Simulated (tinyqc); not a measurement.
What each parameter does: band offset of a heterojunction with an interface dipole (two-band chains, self-consistent charge).

Sites alternate A, C. Left: A at -G1/2, C at +G1/2, hopping -t1; right: A at D - G2/2, C at D + G2/2, hopping -t2; the bonds across the two interfaces of a ring (C left to A right, C right to A left) have -sqrt(t1 t2). D is the offset of the mid-gaps, so Ev(right) - Ev(left) = D - (G2 - G1)/2 and Ec(right) - Ec(left) = D + (G2 - G1)/2. The closing bond has its sign reversed (antiperiodic ring). Half the levels are filled with two electrons each. The charge moved is q = (electrons on the left) less one a site; the mean over the two interfaces, q/2, is taken as the charge that crosses each, and its dipole opposes the offset: D = D0 - u q/2.

From here on the ring has 24 cells a side.

Parameters, chosen for this exercise (gaps near those of Si and HfO2; the chains and D0 are free models, so the offsets are not those of the real pair; not measured data):
- G1 = 1.13 eV (gap on the left)
- G2 = 5.67 eV (gap on the right)
- t1 = 1.6 eV (hopping on the left)
- t2 = 1.75 eV (hopping on the right)
- D0 = -1.78 eV (mid-gap of the right side above that of the left, without dipole)
- u = 5 eV (potential step per electron moved across)

Self-consistent D by bisection, q there, and the two offsets.

Results for these values:

| case | D (eV) | q | valence offset (eV) | conduction offset (eV) |
|---|---|---|---|---|
| base | -1.3268 | -0.1813 | -3.5968 | 0.9432 |

What happens to each result for t1 = 1.84 eV, all else kept?

Answer: D rises from -1.3268 to -1.3191; q falls from -0.1813 to -0.1843; valence offset rises from -3.5968 to -3.5891; conduction offset rises from 0.9432 to 0.9509.

The same for each parameter in turn:

| case | D (eV) | q | valence offset (eV) | conduction offset (eV) |
|---|---|---|---|---|
| base | -1.3268 | -0.1813 | -3.5968 | 0.9432 |
| G1 = 1.299 eV | -1.3377 | -0.1769 | -3.5232 | 0.8478 |
| G2 = 6.52 eV | -1.3903 | -0.1559 | -4.0853 | 1.3047 |
| t1 = 1.84 eV | -1.3191 | -0.1843 | -3.5891 | 0.9509 |
| t2 = 2.012 eV | -1.3160 | -0.1856 | -3.5860 | 0.9540 |
| D0 = -2.047 eV | -1.5142 | -0.2131 | -3.7842 | 0.7558 |
| u = 5.75 eV | -1.2804 | -0.1738 | -3.5504 | 0.9896 |

(tinyqc, `OMP_NUM_THREADS=1 python tinyqc.py 1482291 1482292 out.jsonl`, Intel(R) Xeon(R) Processor @ 2.30GHz, 1 thread, shared host, about 0.4 s.)
